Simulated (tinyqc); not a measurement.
RHF in the sto-3g basis, for HeH+, spin multiplicity 1, step by step. One step of it, computed by the program tinyqc.

Task: Iteration 2: building the Fock matrix. J_ij = sum D_kl (ij|kl), K_ij = sum D_kl (ik|jl); F = H + J - 0.5 K; E = tr D H + tr D J / 2 - 0.25 tr D K + E_nn.

D after iteration 1, order 1He 1s, 2H 1s:
```
[[2.048499, -0.045874],
 [-0.045874, 0.001027]]
```

core Hamiltonian H = T + V (hartree), order 1He 1s, 2H 1s:
```
[[-2.601603, -1.441549],
 [-1.441549, -1.737160]]
```

Two-electron integrals (ij|kl) in chemists' order, unique and non-zero (hartree):
```
(11|11) 1.055713   (21|11) 0.447001   (21|21) 0.227096   (22|11) 0.592791
(22|21) 0.370094   (22|22) 0.774606
```

nuclear repulsion = 1.37448626 hartree

Give: Coulomb J; exchange K; Fock matrix F; total energy of this density.

Result:

Coulomb J (hartree), order 1He 1s, 2H 1s:
```
[[2.1222, 0.8952],
 [0.8952, 1.1812]]
```

exchange K (hartree), order 1He 1s, 2H 1s:
```
[[2.1218, 0.8784],
 [0.8784, 0.4320]]
```

Fock matrix F (hartree), order 1He 1s, 2H 1s:
```
[[-1.5403, -0.9855],
 [-0.9855, -0.7720]]
```

total energy of this density = -2.757806 hartree
